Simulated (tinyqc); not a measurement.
Where the concentration falls to given levels: concentration-dependent dopant diffusion with charged defects and the built-in field. Computed by tinyqc, a small Python program. Command: `OMP_NUM_THREADS=1 python tinyqc.py 3021573 3021574 out.jsonl extrinsic walk`. One thread of a shared host (Intel(R) Xeon(R) Processor @ 2.30GHz), about 0.09 s of CPU time with the checks.

A constant source C_s feeds a half space. The dopant moves through neutral point defects and through charged ones, whose number grows with the majority carrier density n.

Inputs (values chosen for the exercise, modelled on antimony in silicon): neutral prefactor D0x = 0.239 cm^2/s; neutral activation energy E0 = 3.65 eV; singly charged prefactor D01 = 16.8 cm^2/s; activation energy E1 = 4.07 eV; surface concentration C_s = 3.3e+19 1/cm^3; temperature T = 950 C; time t = 490 s.

Field enhancement: off.

Constants: k_B = 8.617333262e-05 eV/K.

Method:
- n_i = 3.87e16 T^1.5 exp(-7014/T) per cm^3 (T in kelvin, an empirical form); each D = prefactor x exp(-E/(k_B T)); the intrinsic diffusivity D_i is their sum.
- Temperatures in kelvin are T(C) + 273.15.
- n = C/2 + sqrt(C^2/4 + n_i^2); D(C) = h [Dx + D1 (n/n_i)], h = 1.
- With y = x/sqrt(D_s t), u = C/C_s and q = -(D/D_s) du/dy: du/dy = -q D_s/D, dq/dy = -(y/2) q D_s/D, u(0) = 1. The surface flux q(0) is shot so that u tends to 0 (LSODA, an adaptive multistep solver, relative tolerance 1e-10). Dose Q = 2 q(0) C_s sqrt(D_s t).
- For comparison, erfc profiles with a constant D: x = 2 sqrt(D t) erfc^-1(C/C_s), with D = D_i and D = D_s.

partial diffusivities (cm^2/s): Dx 2.18375e-16, D1 2.85481e-16

n_i = 5.35209e+18 1/cm^3

surface diffusivity D_s = 2.02374e-15 cm^2/s

intrinsic diffusivity D_i = 5.03857e-16 cm^2/s

Depth (nm):
```
C/C_s       D/D_s    full  erfc with D_i  erfc with D_s
8.00e-01  0.83125   3.935          1.780          3.568
5.00e-01  0.58455   9.117          4.740          9.499
2.00e-01  0.36061  14.377          9.005         18.048
1.00e-01  0.29901  16.812         11.558         23.164
3.00e-02  0.26262  20.002         15.249         30.561
1.00e-02  0.25339  22.414         18.100         36.275
1.00e-03  0.24941  26.757         23.122         46.340
1.00e-04  0.24902  30.524         27.339         54.791
```

What does the comparison show, and why?

The depth between C/C_s = 0.1 and 1e-4 spans 13.7 nm in the full profile, against 15.8 nm for D_i and 31.6 nm for D_s; the ratio of the depths at 1e-4 and at 0.5 is 3.35, against 5.77 for any erfc. The profile is box-like: fast diffusion in the heavily doped part feeds a front that moves slowly where D drops to D_i. Caution: the built-in field is switched off although C_s exceeds n_i; with it D_s would be larger by the factor 1 + C_s/sqrt(C_s^2 + 4 n_i^2). Caution: at such a C_s dopants can cluster or exceed their solubility, which the model leaves out.
